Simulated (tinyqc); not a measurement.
Inside a calculation. Model: order-disorder in a binary alloy on two sublattices: Bragg-Williams and pair (quasi-chemical) approximations. Computed by tinyqc, a small Python program that keeps every step. Command: `OMP_NUM_THREADS=1 python tinyqc.py 3030794 3030795 out.jsonl order walk`. One thread of a shared host (Intel(R) Xeon(R) Processor @ 2.30GHz), about 0.01 s of CPU time with the checks. Intermediate numbers are printed to about 5 digits and carried at full precision; extremes and crossings named in words are read from the listed rows.

All z = 8 neighbours of a site lie on the other sublattice. B fills the sublattices with x + eta/2 and x - eta/2; energies are per site, from the pure components: u = -z w y with y the probability of an A-B bond taken in one order.

Inputs (values chosen for the exercise, for a model alloy): ordering energy w = (e_AA + e_BB)/2 - e_AB = 10.7 meV; fraction x of B = 0.5; temperature T = 262 K.

Lattice: bcc (B2 order, z = 8). Method: plain iteration, 400 steps.

scattering factors f_A, f_B (electrons): [22, 41]

Constants: k_B = 8.617333262e-05 eV/K.

## Critical temperatures

Bragg-Williams: k_B T_c = 2 z w x (1 - x). Pair approximation at x = 1/2: k_B T_c = w/ln(z/(z - 2)).

T_c, Bragg-Williams = 496.67 K

T_c, pair approximation at x = 1/2 = 431.62 K

At x = 1/2 the pair value is 0.869 of the Bragg-Williams one; the ratio tends to 1 as z grows.

## Long-range order, Bragg-Williams

Bragg-Williams: u = -z w [x (1 - x) + eta^2/4]; minimising f gives ln[a (1 - b)/(b (1 - a))] = 2 z w eta/(k_B T) =: ln Q, a = x + eta/2, b = x - eta/2. For given Q this is a quadratic for eta, (Q - 1) eta^2/4 - (Q + 1) eta/2 + (Q - 1) x (1 - x) = 0, smaller root: the map eta -> phi(eta). Plain iteration eta = phi(eta), 400 steps at most; start at 0.999 times 2x; stop when |phi - eta| < 1e-10.

Iteration:
```
step      eta  phi(eta)    phi - eta
1     0.99900   0.95570  -4.3296e-02
2     0.95570   0.94801  -7.6968e-03
3     0.94801   0.94651  -1.4984e-03
4     0.94651   0.94621  -2.9656e-04
5     0.94621   0.94615  -5.8882e-05
6     0.94615   0.94614  -1.1699e-05
7     0.94614   0.94614  -2.3246e-06
8     0.94614   0.94614  -4.6191e-07
9     0.94614   0.94614  -9.1786e-08
10    0.94614   0.94614  -1.8239e-08
11    0.94614   0.94614  -3.6242e-09
12    0.94614   0.94614  -7.2017e-10
13    0.94614   0.94614  -1.4311e-10
14    0.94614   0.94614  -2.8437e-11
```

order parameter eta = 0.94614

last residual = 2.8437e-11

Converged: eta is 94.6 % of its largest value 2x.

## Energy, entropy and site fractions

a = x + eta/2, b = x - eta/2; u = -z w [x (1 - x) + eta^2/4]; s/k_B = [s2(a) + s2(b)]/2, s2(c) = -c ln c - (1 - c) ln(1 - c); gain on ordering = f(eta) - f(0), f = u - T s. Superlattice over fundamental intensity = [eta (f_B - f_A)/2]^2/[(1 - x) f_A + x f_B]^2.

B fraction on its own sublattice = 0.97307

B fraction on the A sublattice = 0.026931

energy u = -40.557 meV/site

entropy s = 0.12391 k_B/site

gain on ordering = -6.3048 meV/site

intensity ratio = 0.081421

The antisite fraction is 0.0269; the dilute estimate exp(-z w/(k_B T)) gives 0.0226.

## Short-range order at the Bragg-Williams T_c

Quasi-chemical disordered state, with T here the Bragg-Williams T_c and not the input T: y^2/[(1 - x - y)(x - y)] = exp(2 w/(k_B T)) =: E, so y = 2 x (1 - x)/(1 + r), r = sqrt(1 - 4 x (1 - x)(1 - 1/E)); Warren-Cowley alpha = 1 - y/(x (1 - x)); u = -z w y.

bond probability y = 0.28109

alpha of the disordered state at the Bragg-Williams T_c = -0.12435

energy of the disordered state = -24.061 meV/site

Short-range order already holds 12 % of the full ordering energy z w x^2, counted from the random alloy at -z w x (1 - x); Bragg-Williams puts none there.

## Both approximations at x = 1/2

At x = 1/2 the alloy is an Ising model with K = w/(2 k_B T). Bragg-Williams: eta = tanh(z K eta), neighbour correlation -eta^2. Pair: h = (z - 1) artanh(tanh K tanh h), eta = tanh(z h/(z - 1)), correlation -(tanh K + tanh^2 h)/(1 + tanh K tanh^2 h). T is given in units of the Bragg-Williams T_c at x = 1/2, z w/(2 k_B).

Order and neighbour correlation:
```
T/T_c   T (K)  eta, Bragg-Williams  correlation, Bragg-Williams  eta, pair  correlation, pair
0.30   149.00              0.99741                     -0.99483    0.99734           -0.99472
0.45   223.50              0.97398                     -0.94863    0.97096           -0.94434
0.55   273.17              0.93553                     -0.87521    0.92253           -0.85847
0.65   322.84              0.87207                     -0.76050    0.83171           -0.71522
0.75   372.51              0.77552                     -0.60143    0.66642           -0.50270
0.85   422.17              0.62950                     -0.39627    0.28927           -0.20895
0.95   471.84              0.37949                     -0.14401    0.00000           -0.13082
1.10   546.34              0.00000                      0.00000    0.00000           -0.11315
1.50   745.01              0.00000                      0.00000    0.00000           -0.08314
```

The pair approximation loses long-range order between T/T_c = 0.85 and 0.95, at 432 K, and keeps a correlation of -0.083 in the last row. At its own T_c the correlation is -1/(z - 1) = -0.143, so the fewer the neighbours, the more of the ordering energy is released above T_c.

Checks made by the program: eta against bracketed root finding (relative difference below 1e-10).
